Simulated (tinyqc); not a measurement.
Worked calculation: thermal boundary conductance by the acoustic and diffuse mismatch models. Computed by tinyqc, a small Python program that keeps every step. Command: `OMP_NUM_THREADS=1 python tinyqc.py 3019254 3019255 out.jsonl kapitza walk`. One thread of a shared host (Intel(R) Xeon(R) Processor @ 2.30GHz), about 0.01 s of CPU time with the checks. Intermediate numbers are printed to about 6 digits and carried at full precision; extremes and crossings named in words are read from the listed rows.

Each side has one longitudinal and two transverse Debye branches, omega = v q up to q_D = (6 pi^2 n)^(1/3), with n counting all atoms. Scattering at the interface is elastic. Electrons are left out of G, also for metals. Melting is ignored. G refers to the temperatures of the phonons sent towards the interface. Linear branches over all atoms overstate G at high T, most for crystals with several atoms a cell.

Inputs (values chosen for the exercise, modelled on gallium nitride (side 1) and silica (side 2)): density rho_1 = 6.15 g/cm^3; longitudinal velocity vL_1 = 7860 m/s; transverse velocity vT_1 = 4180 m/s; atom density n_1 = 88.7 1/nm^3; conductivity kappa_1 = 199 W/(m K); density rho_2 = 2.16 g/cm^3; longitudinal velocity vL_2 = 5910 m/s; transverse velocity vT_2 = 3760 m/s; atom density n_2 = 66.6 1/nm^3; conductivity kappa_2 = 1.4 W/(m K); temperature T = 4.2 K; thickness d_1 = 13 nm; thickness d_2 = 200000 nm; heat flux J = 13 kW/cm^2.

Structure: film on a substrate.

Constants: hbar = 1.054571817e-34 J s; k_B = 1.380649e-23 J/K.

## Cut-off frequencies and impedances

omega_c = v q_D for each branch, given as hbar omega_c/k_B; impedance Z = rho v.

Branches:
```
branch     v (m/s)  cut-off (K)  Z (1e6 kg/(m^2 s))
L, side 1     7860      1043.61             48.3390
T, side 1     4180       555.00             25.7070
L, side 2     5910       713.22             12.7656
T, side 2     3760       453.76              8.1216
```

## Acoustic mismatch: transmission of each branch

No mode conversion. t(theta) = 4 Z_1 Z_2 cos(theta_1) cos(theta_2)/N^2, with N = Z_2 cos(theta_1) + Z_1 cos(theta_2) for L (the form for pressure waves) and N = Z_1 cos(theta_1) + Z_2 cos(theta_2) for both T branches (the form for shear waves polarised along the interface); sin(theta_2) = (v_2/v_1) sin(theta_1), and t = 0 beyond the critical angle arcsin(v_1/v_2); the mean over the incoming flux is alpha = 2 int t sin(theta_1) cos(theta_1) d theta_1 (64 Gauss-Legendre points).

Transmission:
```
branch  t at normal incidence  largest angle from side 1 (deg)  alpha, 1 to 2  alpha, 2 to 1
L                    0.661076                               90       0.550007       0.310955
T                    0.729768                               90       0.788967       0.638384
```

For L waves from side 1 no critical angle exists; the mean is 0.55 against 0.66 at normal incidence. For T waves from side 1 no critical angle exists, and the mean 0.79 stays near the normal-incidence 0.73.

## Diffuse mismatch: transmission at low frequency

A phonon forgets its side and branch: alpha(1 to 2) = S_2/(S_1 + S_2), S_i = 1/vL_i^2 + 2/vT_i^2.

S_1 = 1.30653e-07 s^2/m^2

S_2 = 1.70097e-07 s^2/m^2

diffuse alpha, 1 to 2 = 0.565576

## Boundary conductance

G = (k_B^4 T^3/(8 pi^2 hbar^3)) int W(x) x^4 e^x/(e^x - 1)^2 dx, x = hbar omega/(k_B T). Acoustic mismatch: W = sum over the three branches of alpha(1 to 2)/v_1^2, each up to the lower of its two cut-offs. Diffuse mismatch: W = S_1 S_2/(S_1 + S_2), where S_i sums 1/v^2 over the branches of side i still below their cut-off. Radiation limit: W = min(S_1, S_2). The integral is split at the four cut-offs (64 Gauss-Legendre points a piece, x at most 45). Boundary resistance R = 1/G and Kapitza length kappa_2/G use the diffuse value.

G, acoustic mismatch = 0.0749202 MW/(m^2 K)

G, diffuse mismatch = 0.0558009 MW/(m^2 K)

G, radiation limit = 0.0986620 MW/(m^2 K)

boundary resistance R = 17920.9 m^2 K/GW

Kapitza length in side 2 = 25089.2 nm

The diffuse value is 0.74 times the acoustic one and 57 % of the radiation limit. Diffuse scattering lowers G here: it sends back a share of the phonons that specular transmission lets pass. Caution: kappa_2 is of room-temperature size, so the Kapitza length is only nominal at this T.

## Conductance against temperature

The formulas are those given above.

G (MW/(m^2 K)):
```
T (K)  acoustic mismatch  diffuse mismatch  radiation limit
2             0.00808986        0.00602536        0.0106535
5               0.126404         0.0941463         0.166461
10               1.01123          0.753170          1.33169
20               8.08985           6.02536          10.6535
40               64.0674           47.8233          84.4767
80               370.651           290.677          503.201
150              895.238           762.670          1280.05
300              1310.52           1175.88          1939.13
600              1466.69           1338.12          2194.90
1000             1504.19           1377.54          2256.86
```

All three follow T^3 at the cold end (exponent 3.00 for the diffuse model) and flatten at high T (exponent 0.06 at the hot end); the lowest cut-off is 454 K. The ratio of diffuse to acoustic goes from 0.74 to 0.92. The plateau is set by the frequencies that both sides share.

## Temperature rise through the stack

In series: Delta T = J (d_1/kappa_1 + R + d_2/kappa_2), with bulk conductivities in the layers and one-dimensional flow.

temperature drops (K): film 0.00849246, interface 2329.71, substrate 18571.4

total rise Delta T = 20901.1 K

interface share of film plus interface = 0.999996

The substrate takes the largest drop, 89 % of the total. Caution: the rise is not small against T, so constant conductivities fail; a rise of thousands of kelvin would destroy the stack. Caution: the conductivities are of room-temperature size; at this T real values can differ much and free paths can be long. Caution: R from emitted-phonon temperatures is too large for use in series with Fourier layers, by up to a factor of about 2. Caution: layers this thin are often below the phonon free path, where bulk conductivities and independent interfaces no longer hold.

Checks made by the program: detailed balance alpha_12/v_1^2 = alpha_21/v_2^2 (relative difference below 1e-10); low-temperature limit G = pi^2 k_B^4 T^3 alpha S_1/(30 hbar^3) (relative difference below 1e-10).
